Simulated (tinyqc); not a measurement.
Range and order of the fit: effective mass of the conduction band from tabulated energies.

c = hbar^2/2m0. A uniform scatter of up to 0.3 meV has been added to mimic numerical noise.
Constants: hbar^2/2m0 = 3.80998211 eV angstrom^2.

Energies along [111], from the band edge:

| k (1/angstrom) | E (meV) |
|---|---|
| 0.000000 | 0.00000 |
| 0.007000 | 4.86300 |
| 0.014000 | 18.55880 |
| 0.021000 | 40.90520 |
| 0.028000 | 69.93020 |
| 0.035000 | 103.97580 |
| 0.042000 | 142.99290 |
| 0.049000 | 184.88730 |
| 0.056000 | 228.83770 |

reference mass (curvature of the model at k = 0.0001 1/angstrom) = 0.039000 m0

Least-squares fits of E = a k^2 (+ b k^4 + d k^6) over points 1 to n, and the line y = c k^2/E against E; errors of m against the reference.

Results:

| n | E at point n (meV) | one term (%) | two terms (%) | three terms (%) | line (%) | rms residual, one term (meV) |
|---|---|---|---|---|---|---|
| 3 | 40.9 | 4.89 | 0.95 | -3.59 | -1.59 | 0.265 |
| 4 | 69.9 | 8.20 | 0.58 | 0.91 | -1.18 | 0.844 |
| 5 | 104.0 | 12.50 | 0.71 | 0.54 | -1.16 | 1.935 |
| 6 | 143.0 | 16.93 | 2.30 | -0.51 | -1.01 | 3.249 |
| 7 | 184.9 | 21.83 | 3.72 | 0.35 | -0.96 | 5.118 |
| 8 | 228.8 | 27.17 | 5.28 | 1.18 | -0.99 | 7.552 |

What does the comparison show?

The error of the parabola goes from +4.89 to +27.17 % as the range widens, and at n = 8 its residual, 7.55 meV, is only 3.3 % of the top energy: a small residual does not vouch for the mass. Over the full range (n = 8) the best form is the line (0.99 %); the line errs by -1.59 % at n = 3 and -0.99 % at n = 8. Many terms on few points amplify the scatter: three terms err by -3.6 % at n = 3 but by +1.2 % at n = 8.

Program tinyqc; command `OMP_NUM_THREADS=1 python tinyqc.py 1851291 1851292 out.jsonl`; about 0.01 s on one thread of a shared Intel(R) Xeon(R) Processor @ 2.30GHz.
